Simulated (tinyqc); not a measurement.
One-electron ion in a basis of Gaussians, step by step. One step of it, computed by the program tinyqc.

Task: Matrices over normalised Gaussians. With p = a_i + a_j and I(k) = Gamma((k+1)/2) / (2 p^((k+1)/2)): S = I(2l+2), T = (2l+3) a_i a_j S / p, V = -Z I(2l+1), each divided by sqrt(S_ii S_jj).

exponents of r^l exp(-a r^2) (1/bohr^2): 2.208000  7.504000

Z = 5

l = 0

Give: S; T; V.

Result:

S:
```
        1       2
1  1.0000  0.7675
2  0.7675  1.0000
```

T (hartree):
```
        1        2
1  3.3120   3.9279
2  3.9279  11.2560
```

V (hartree):
```
          1         2
1  -11.8560  -13.4937
2  -13.4937  -21.8568
```
